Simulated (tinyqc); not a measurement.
Berg model of reactive sputtering of a nitride or oxide: poisoning, hysteresis and pumping speed: one step, computed by the program tinyqc.

A diatomic gas reacts with bare metal on the target and on the collecting surfaces; ions remove metal and compound from the target. theta_t and theta_c are the compound fractions.

Question. The hysteresis loop. Ion flux j = J/e; gas flux F = P/sqrt(2 pi M k_B T). Target: (2/z) alpha F (1 - theta_t) = j Y_c theta_t. Sputtered flows F_c = j Y_c theta_t A_t, F_m = j Y_m (1 - theta_t) A_t. Collector: (2/z) alpha F (1 - theta_c) A_c + F_c (1 - theta_c) = F_m theta_c. Gas use Q = alpha F [(1 - theta_t) A_t + (1 - theta_c) A_c] + P S/(k_B T); 1 sccm = 4.4780e17 molecules/s. Rate R = F_m + F_c, given relative to j Y_m A_t. Turning points solve dQ/dP = 0; a jump keeps Q fixed; the width of the loop is the difference of the two turning flows.

Inputs (values chosen for the exercise, close to those used for titanium dioxide):
```
quantity,value,unit
ion current density J,34,mA/cm^2
target area A_t,180,cm^2
collecting area A_c,1300,cm^2
metal yield Y_m,0.5,-
compound yield Y_c,0.034,-
sticking coefficient alpha,0.19,-
reactive atoms per metal atom z,2,-
gas mass M,32,u
pumping speed S,74,l/s
gas temperature T,300,K
```

pressure of the steepest fall = 0.03975397 Pa

Constants: e = 1.602176634e-19 C; u = 1.6605390666e-27 kg; k_B = 1.380649e-23 J/K.

Give: Corners of the loop; width of the loop.

Answer.

Corners of the loop:
```
point,P (Pa),Q (sccm),theta_t,theta_c,relative rate
edge of the metallic branch,0.025,13.4,0.641,0.720,0.402
"landing, poisoned",0.197,13.4,0.933,0.990,0.130
edge of the poisoned branch,0.095,11.5,0.870,0.963,0.189
"landing, metallic",0.012,11.5,0.459,0.453,0.572
```

width of the loop = 1.82 sccm
